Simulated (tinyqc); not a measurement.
# Donor or exciton in a quantum well (variational effective-mass method), step by step

A worked calculation. Computed by tinyqc, a small Python program that keeps every step. Command: `OMP_NUM_THREADS=1 python tinyqc.py 3013040 3013041 out.jsonl welldonor walk`. One thread of a shared host (Intel(R) Xeon(R) Processor @ 2.30GHz), about 0.06 s of CPU time with the checks. Intermediate numbers are printed to about 5 digits and carried at full precision; extremes and crossings named in words are read from the listed rows.

H = -nabla^2 - 2/|r - r_i| + V(z) in effective units; trial function psi = f(z) exp(-|r - r_i|/lambda), f the ground state of the well. Mass and screening are the same in well and barrier; l = L/a* is the width in effective units. Bands are flat: no polarisation or applied field.

Inputs (values chosen for the exercise, modelled on CdTe): electron mass m = 0.0928 m_0; dielectric constant eps = 10.2; well width L = 7.8 nm; trial radius lambda = 0.46 a*; donor position z_i/L from the centre = 0.2.

Centre: donor. Barriers: infinite.

Constants: Ry = 13.605693123 eV; a_0 = 0.529177210903 angstrom; hbar^2/(2 m_0) = 3.80998212 eV angstrom^2.

## Effective units

Ry* = Ry m/eps^2, a* = a_0 eps/m; l = L/a*.

mass used = 0.0928 m_0

Ry* = 12.136 meV

a* = 5.8164 nm

l = 1.3410

## The subband

k = pi/l; f = cos(k z) inside and zero outside; subband energy k^2 Ry*.

k = 2.3427 1/a*

subband energy = 66.602 meV

## Binding at the trial radius

Binding E_b(lambda) = -1/lambda^2 + 4 A/(lambda B), with A = int f^2 exp(-2 s/lambda) dz, B = int f^2 exp(-2 s/lambda)(1 + 2 s/lambda) dz and s = |z - z_i|; 40 Gauss-Legendre points on each piece between the walls at z = -l/2 and l/2 and z_i.

A = 0.25110 a*

B = 0.43289 a*

E_b(lambda) = 0.31801 Ry*

## Best radius

Golden-section search for the maximum over lambda from 0.3 to 4, 40 steps.

best lambda = 0.95245 a*

binding in Ry* = 1.7521

binding energy = 21.263 meV

radius lambda a* = 5.5398 nm

Confinement changes the binding by a factor 1.752 against the bulk value (limits: 4 in two dimensions, 1 inside a wide well).

## Binding against well width

Each row maximises over lambda (golden section, 0.3 to 4).

Against width:
```
L (nm)  lambda (a*)  binding (Ry*)  binding (meV)
0.62         0.5805         3.4178         41.477
1.20         0.6387         3.0650         37.197
2.30         0.7244         2.6264         31.874
4.30         0.8343         2.1671         26.300
7.80         0.9525         1.7521         21.263
14.00        1.0455         1.4132         17.150
25.00        1.0615         1.1817         14.341
```

The binding is largest in the narrowest well, 3.418 Ry* at 0.62 nm, on the way to 4. In the widest well it is 1.182 Ry*. In the narrow rows the confinement energy passes real barrier heights: infinite walls and a parabolic band fail, and with real barriers the binding peaks and falls.

## Binding against position

The formulas are those given above.

Against position:
```
z_i/L  lambda (a*)  binding (Ry*)  binding (meV)
0.0         0.8669         2.0400         24.757
0.1         0.8860         1.9623         23.814
0.2         0.9525         1.7521         21.263
0.3         1.0847         1.4785         17.943
0.4         1.2744         1.2288         14.912
0.5         1.4720         1.0450         12.682
```

From the centre to the wall the binding falls from 24.757 to 12.682 meV, 51 % of the centre value, since the walls keep the electron away from an off-centre ion; uniform doping thus gives a band of levels 12.074 meV wide, with a peak in its density at the centre value, where the slope vanishes.

Checks made by the program: the two-dimensional limit, 4 Ry* (relative difference 2e-03).
